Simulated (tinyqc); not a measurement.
## Delay unit and parasitic delay from two ring oscillators

Problem. A ring of 11 inverters oscillates at 1/(2 x 11 d), with stage delay d = tau (h + p) for fan-out h. Find tau, p and the delay at fan-out 4.

frequencies of 11-stage ring oscillators with fan-out 2 and 5 (GHz): 2.7342396  1.2926370

Solution. d is a straight line in h with slope tau and intercept tau p.

tau = 6.18 ps
p = 0.690
delay at fan-out 4 = 29.0 ps

Program tinyqc, `OMP_NUM_THREADS=1 python tinyqc.py 2082011 2082012 out.jsonl`; Intel Xeon 2.30GHz, shared host, one thread, about 0.01 s.
